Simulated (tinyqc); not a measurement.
What moves the coefficients: Boltzmann transport in a parabolic band with a power-law relaxation time.

F_j(eta) = (1/Gamma(j + 1)) integral_0^infinity x^j dx/(1 + exp(x - eta)), which tends to exp(eta) for eta << 0.

n = N F_1/2(eta) with N = 2 (m kB T/(4 pi c))^(3/2) with c = hbar^2/2m0, in 1/angstrom^3; times 1e24 for 1/cm^3, m = md.

tau = tau0 x^r with x = E/kT. With K_j = Gamma(j + 1) F_j(eta): <tau> = tau0 (r + 3/2) K_(r+1/2)/((3/2) K_(1/2)); mu = <tau>/(mc m0/e), m0/e = 5.685630e-12 kg/C; Hall factor rH = (3/2) K_(1/2) (2r + 3/2) K_(2r+1/2)/((r + 3/2) K_(r+1/2))^2; Seebeck S = -(kB/e) [(r + 5/2) K_(r+3/2)/((r + 3/2) K_(r+1/2)) - eta]; Lorenz number L = (kB/e)^2 [(r + 7/2) K_(r+5/2)/((r + 3/2) K_(r+1/2)) - ((r + 5/2) K_(r+3/2)/((r + 3/2) K_(r+1/2)))^2]; kB/e in V/K. Valley anisotropy is left out of rH.

Constants: hbar^2/2m0 = 3.80998211 eV angstrom^2; kB = 8.617333262e-05 eV/K.

Parameters, chosen for this exercise (masses near those of SiC; tau0 is set for a mobility of the usual size at this n, kL is a free input; freeze-out and phonon drag, which matter near 77 K, are left out; not measured data):
```
symbol  value    unit     meaning
md      0.8      m0       density-of-states mass
mc      0.3822   m0       conductivity mass
tau0    30       fs       tau at E = kT
r       1.5               exponent of tau
T       77       K
kL      3.5      W/(m K)  lattice thermal conductivity
n       6.1e+17  1/cm^3   electron density
```

sigma = e n mu with e = 1.602176634e-19 C; ZT = S^2 sigma T/(kL + L sigma T).

Results for these values:
```
case,mu (cm^2/(V s)),sigma (S/cm),S (microvolt/K),ZT
base,660.6,64.56,-458.2,0.0297
```

What happens to each result for tau0 = 45 fs, all else kept?

Answer: mu rises from 660.6 to 990.9; sigma rises from 64.56 to 96.84; S does not change at the printed digits; ZT rises from 0.0297 to 0.0444.

The same for each parameter in turn:
```
case,mu (cm^2/(V s)),sigma (S/cm),S (microvolt/K),ZT
base,660.6,64.56,-458.2,0.0297
md = 1.04 m0,648.3,63.36,-492.8,0.0337
mc = 0.4969 m0,508.1,49.66,-458.2,0.0229
n = 1.22e+18 1/cm^3,698.5,136.5,-396.5,0.0468
tau0 = 45 fs,990.9,96.84,-458.2,0.0444
kL = 1.75 W/(m K),660.6,64.56,-458.2,0.0591
T = 127 K,640.7,62.62,-524.0,0.0620
```

The row for T keeps tau0 fixed; for phonon scattering tau0 itself falls as T rises.

(tinyqc, `OMP_NUM_THREADS=1 python tinyqc.py 1680033 1680034 out.jsonl`, Intel(R) Xeon(R) Processor @ 2.30GHz, 1 thread, shared host, about 0.01 s.)
